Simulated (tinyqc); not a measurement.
## MESFET, gradual channel with velocity saturation: effect of the donor density of the channel on saturation

A uniformly doped n-type channel, depleted from the top by a Schottky gate; at channel potential V the depleted share of a is u = sqrt((Vbi - Vg + V)/Vp), s at the source. Electrons drift with v = mu E/(1 + mu E/vsat). Abrupt depletion edge, no series resistance, source at 0.

Vbi = phiB - Vt ln(Nc/Nd); Vp = q Nd a^2/(2 eps0 eps_r); G0 = q mu Nd a W/L; Z = mu Vp/(vsat L); s = sqrt((Vbi - Vg)/Vp). I = (G0 Vp/3) F/(1 + Z (u^2 - s^2)), F = 3 (u^2 - s^2) - 2 (u^3 - s^3), with u at V = Vd; Z = 0 gives constant mobility, for which u stops at 1. The current peaks at u = um, the root of (1 - u)(1 + Z (u^2 - s^2)) = Z F/3; beyond Vdsat = Vp (um^2 - s^2) it is held at that value. gm = G0 (um - s)/(1 + Z (um^2 - s^2)).

Parameters, values chosen for the exercise; material values close to those of silicon: temperature T = 250 K; relative permittivity of the semiconductor eps_r = 11.6; conduction-band density of states at T Nc = 2.15e19 cm^-3; channel thickness a = 260 nm; low-field mobility at this doping mu = 770 cm^2/(V s); saturation velocity vsat = 1.3e7 cm/s; gate length L = 5 um; gate width W = 300 um; Schottky barrier phiB = 0.72 V; gate voltage Vg = -1.4 V.

Constants: q = 1.602176634e-19 C, kB = 1.380649e-23 J/K, Vt = kB T/q, eps0 = 8.8541878128e-14 F/cm where lengths are in cm. Results are converted to the units shown.

Result of one run:
```
Z	um	Vdsat (V)	Isat (mA)	Isat for Z = 0 (mA)	gm (mS)
1.624	0.8290	7.396	72.23	153.3	11.86
```

Which donor density of the channel Nd gave this result: 4.2e16, 7.7e16, 1.4e17, 1.9e17 or 2.6e17 cm^-3?

Nd = 2.6e17 cm^-3.

The whole series:
```
Nd (cm^-3)	Z	um	Vdsat (V)	Isat (mA)	Isat for Z = 0 (mA)	gm (mS)
4.2e16	0.2623	0.9993	0.2258	0.04738	0.04865	0.4124
5.7e16	0.3560	0.9904	0.9555	0.8932	0.9974	1.736
7.7e16	0.4809	0.9721	1.838	3.486	4.290	3.292
1e17	0.6246	0.9496	2.750	8.189	11.11	4.835
1.4e17	0.8744	0.9129	4.140	19.82	30.96	7.066
1.9e17	1.187	0.8736	5.627	39.02	70.39	9.319
2.6e17	1.624	0.8290	7.396	72.23	153.3	11.86
```

As Nd goes from 4.2e16 to 2.6e17 cm^-3, Vdsat rises from 0.226 to 7.40 V, Isat rises from 0.0474 to 72.2 mA and gm rises from 0.412 to 11.9 mS. Isat is 0.974 of the constant-mobility value in the first row and 0.471 in the last. At Nd = 4.2e16 cm^-3 the open channel at the source, (1 - s) a, is under two Debye lengths, so the abrupt edge is rough.

Numbers from tinyqc (`OMP_NUM_THREADS=1 python tinyqc.py 2500036 2500037 out.jsonl`; about 0.05 s on one thread of a shared Intel Xeon 2.30GHz).
